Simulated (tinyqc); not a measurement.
## Random telegraph noise from one oxide trap in a small MOSFET: effect of the temperature

An acceptor-like trap exchanges electrons with the channel. Inversion charge Q = Cox u, u = n Vt W0(exp((Vg - VT)/(n Vt))), W0 the Lambert function, n = nf, Cox = eps0 eox/tox; linear regime Id = (W/L) mu Q Vd. Relative to threshold the surface potential rises by Vt ln(u/u0) and the oxide voltage by the rest of Vg - VT, with u0 = n Vt W0(1).

N = Cox u/q; dpsi = Vt ln(u/u0); E = E0 - dpsi - (xt/tox)(Vg - VT - dpsi); capture time tc = 1/[(N/zi) vth s0 exp(-xt/lt - EB/Vt)]; emission time te = tc exp(-E/Vt); occupancy te/(tc + te). A = W L; threshold step dV = q (1 - xt/tox)/(Cox A); gm/Id = 1/(u + n Vt); relative step dI/I = (gm/Id) dV + asc mu/A. fc = (1/tc + 1/te)/(2 pi); rms = (dI/I) sqrt(tc te)/(tc + te). VT, nf, vth and mu are held fixed.

Inputs (values chosen for the exercise); values of the order met in silicon transistors:
- eox = 3.9 (relative permittivity of the gate insulator (close to silicon dioxide))
- tox = 1.2 nm (insulator thickness)
- xt = 0.098 nm (depth of the trap from the channel interface)
- E0 = 0.1 eV (trap level above the channel Fermi level at threshold)
- s0 = 1e-15 cm^2 (capture prefactor)
- EB = 0.22 eV (capture barrier (lattice relaxation))
- lt = 0.18 nm (tunnelling decay length)
- vth = 1.7e7 cm/s (thermal velocity)
- zi = 2.4 nm (thickness of the inversion layer)
- VT = 0.4 V (threshold voltage)
- nf = 1.29 (body factor)
- W = 120 nm (gate width)
- L = 160 nm (gate length)
- mu = 120 cm^2/(V s) (mobility)
- asc = 5.9e-16 V s (scattering coefficient of the charged trap)
- Vd = 0.05 V (drain voltage)
- Vg = 0.82 V (gate voltage)

Constants: q = 1.602176634e-19 C, kB = 1.380649e-23 J/K, Vt = kB T/q, eps0 = 8.8541878128e-14 F/cm where lengths are in cm. Results are converted to the units shown.

Result of one run:
```
T (K)    E (eV)    tc (s)    te (s)  occupancy  dI/I (%)  fc (Hz)  rms dI/I (%)
270    0.001310  4.996e-8  4.722e-8     0.4859    0.1076  6.556e6       0.05377
```

What becomes of these results when the temperature T is changed from 270 to 180 K, all else the same?

Result of the changed run:
```
T (K)   E (eV)    tc (s)    te (s)  occupancy  dI/I (%)  fc (Hz)  rms dI/I (%)
180    0.01638  5.406e-6  1.881e-6     0.2581    0.1066  1.141e5       0.04664
```

The whole series:
```
T (K)     E (eV)    tc (s)    te (s)  occupancy  dI/I (%)  fc (Hz)  rms dI/I (%)
180      0.01638  5.406e-6  1.881e-6     0.2581    0.1066  1.141e5       0.04664
210      0.01098  7.240e-7  3.947e-7     0.3528    0.1070  6.231e5       0.05113
240     0.005974  1.607e-7  1.204e-7     0.4283    0.1073  2.312e6       0.05312
270     0.001310  4.996e-8  4.722e-8     0.4859    0.1076  6.556e6       0.05377
300    -0.003051  1.965e-8  2.211e-8     0.5295    0.1078  1.530e7       0.05379
330    -0.007142  9.167e-9  1.178e-8     0.5625    0.1079  3.087e7       0.05351
360     -0.01099  4.861e-9  6.927e-9     0.5876    0.1079  5.571e7       0.05311
390     -0.01461  2.844e-9  4.394e-9     0.6070    0.1079  9.218e7       0.05268
```

As T goes from 180 to 390, tc falls from 5.41e-6 to 2.84e-9 s, te falls from 1.88e-6 to 4.39e-9 s and dI/I rises from 0.107 to 0.108 %. Activation energies over the table: 0.217 eV for capture (EB = 0.22 eV, altered by the change of N) and 0.175 eV for emission.

Range of the model: VT is taken as given; short-channel effects and the uneven flow of current among few electrons are left out.

Program tinyqc, `OMP_NUM_THREADS=1 python tinyqc.py 2710170 2710171 out.jsonl`; Intel Xeon 2.30GHz, shared host, one thread, about 0.01 s.
